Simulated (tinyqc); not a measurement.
Slater-Koster d bands of an fcc metal, step by step. Values are carried at full precision from step to step, so a last printed digit may differ when a step is redone from the rounded ones.

Slater-Koster d bands. For a bond with direction cosines (l, m, n) the 5 x 5 block is dds Ps + ddp Pp + ddd (1 - Ps - Pp), the projectors on sigma, pi and delta states about the bond; for instance <xy|xy> = 3 l^2 m^2 dds + (l^2 + m^2 - 4 l^2 m^2) ddp + (n^2 + l^2 m^2) ddd, <xy|yz> = 3 l m^2 n dds + l n (1 - 4 m^2) ddp + l n (m^2 - 1) ddd and <3z2-r2|3z2-r2> = (n^2 - (l^2 + m^2)/2)^2 dds + 3 n^2 (l^2 + m^2) ddp + (3/4)(l^2 + m^2)^2 ddd. H(k) sums the blocks times cos(k.R) over the neighbours; the d level is the zero of energy; k in 2 pi/a.

Parameters, chosen for this exercise (of the size met in Ru; not measured data): dds = -0.963 eV (dd sigma); ddp = 0.453 eV (dd pi); ddd = -0.067 eV (dd delta); k = (0.77, 0.1, 0) 2 pi/a (wave vector); Nd = 7 (d electrons per atom).

## The block of one bond

Direction (1,1,0)/sqrt2; its eigenvalues must be dds once, ddp twice and ddd twice.

block (eV):
```
             xy      yz      zx   x2-y2   3z2-r2
xy      -0.7390       0       0       0   0.3880
yz            0  0.1930  0.2600       0        0
zx            0  0.2600  0.1930       0        0
x2-y2         0       0       0  0.4530        0
3z2-r2   0.3880       0       0       0  -0.2910
```

## Levels at Gamma

Neighbours: twelve at (a/2)(1,1,0) and equivalents.

Summing the blocks at k = 0 gives E(t2g) = 3 dds + 4 ddp + 5 ddd, E(eg) = 1.5 dds + 6 ddp + 4.5 ddd.

levels (eV): t2g (threefold) -1.4120, eg (twofold) 0.9720

The t2g level lies lower, by 2.3840 eV.

## The Hamiltonian at one k

Sum over the neighbours.

H(k) (eV):
```
             xy       yz       zx    x2-y2   3z2-r2
xy       2.2639        0        0        0  -0.3171
yz            0  -3.9412  -0.2125        0        0
zx            0  -0.2125   2.4008        0        0
x2-y2         0        0        0  -1.3771   2.1922
3z2-r2  -0.3171        0        0   2.1922   1.0450
```

## Levels and character

Diagonalise H; t2g is xy, yz, zx and eg the other two.

levels (eV): -3.9483  -2.6758  2.0286  2.4079  2.5790

weights:
```
     band 1  band 2  band 3  band 4  band 5
t2g   1.000   0.001   0.562   1.000   0.437
eg    0.000   0.999   0.438   0.000   0.563
```

## Levels at points of symmetry

Coordinates: G (0, 0, 0), X (1, 0, 0), W (1, 0.5, 0), L (0.5, 0.5, 0.5), K (0.75, 0.75, 0); the others lie half way.

Levels (eV):
```
k        band 1  band 2  band 3  band 4  band 5
G        -1.412  -1.412  -1.412   0.972   0.972
G-X 0.5  -2.956  -1.164   0.772   0.772   1.812
X        -4.500  -3.300   2.652   2.956   2.956
W        -1.812  -0.772  -0.772   1.164   2.956
L        -2.080  -1.451  -1.451   2.491   2.491
L-G 0.5  -1.746  -0.858  -0.858   1.158   1.158
K        -3.143  -1.519   1.410   1.500   2.450
```

On these points the bands run from -4.500 (X) to 2.956 eV (X and W).

## Second moment and the rectangular band

mu2 = z (dds^2 + 2 ddp^2 + 2 ddd^2)/5 per orbital, with z = 12. A rectangular band with the same mu2 has width W = sqrt(12 mu2), Fermi level W (Nd/10 - 1/2) and bond energy -W Nd (10 - Nd)/20 (Friedel).

mu2 = 3.2322 eV^2
W = 6.2279 eV
Fermi level = 1.2456 eV
bond energy per atom = -6.5393 eV

The bond energy is the attractive part alone; the repulsion between atoms, left out, cancels a large share of it in the cohesive energy.

## Checks

- Levels at Gamma from the formulas against H(0): they agree to 1e-10 or better.
- Second moment from the formula against the mean square level on the mesh: both 3.23224.

Run: tinyqc, `OMP_NUM_THREADS=1 python tinyqc.py 1480202 1480203 out.jsonl`; Intel(R) Xeon(R) Processor @ 2.30GHz, one thread, shared host; about 0.03 s of CPU time with all checks.
